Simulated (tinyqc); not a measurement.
Polytypes by hexagonality, and a cubic inclusion as a quantum well: one step. The bound level without the field.

Gap: E3 + (E2 - E3) h. Valence top Ev2 h and polarisation P2 h, both counted from 3C; Ec = Ev + gap.

A cubic inclusion of width L = N d in the host (h = 1) is a well of depth V = Ec(host) - Ec(3C). Square well with mass mismatch: k tan(k L/2) = (m_w/m_b) q, k = sqrt(m_w E/c), q = sqrt(m_b (V - E)/c), c = hbar^2/2m0, lowest root. The depth of the level, V - E, is its binding, and the transition to the valence top of the host is gap(host) - (V - E). The step in polarisation gives a field |F| = |P|/(eps eps0) in a thin inclusion, eps0 = 8.8541878e-12 F/m.

Constants: hbar^2/2m0 = 3.80998211 eV angstrom^2.

Values chosen for the exercise (of the order of those of InAs; the results hold for these values, not for the real material):
- E3 = 0.416 eV (gap of the cubic polytype)
- E2 = 0.46 eV (gap of 2H)
- Ev2 = 0.052 eV (valence top of 2H above that of 3C)
- P2 = 0.0019 C/m^2 (spontaneous polarisation of 2H)
- m = (0.028, 0.024) m0 (electron mass along c in the cubic layer and in the host)
- d = 3.496 angstrom (thickness of a double layer)
- eps = 15.2 (dielectric constant)
- N = 18 (double layers in the cubic inclusion)

Task: Give V, L, the level E, its depth below the host conduction edge and the transition to the valence top of the host, gap(host) - (V - E).

Give: V; L; E above the bottom; depth below the host edge; transition.

Result:

V = 0.0960 eV
L = 62.928 angstrom
E above the bottom = 0.0622 eV
depth below the host edge = 0.0338 eV
transition = 0.4262 eV

The level keeps 35 % of the well depth. The transition lies above the gap of 3C itself (0.416 eV).

Program tinyqc; command `OMP_NUM_THREADS=1 python tinyqc.py 1881113 1881114 out.jsonl`; about 0.1 s on one thread of a shared Intel(R) Xeon(R) Processor @ 2.30GHz.
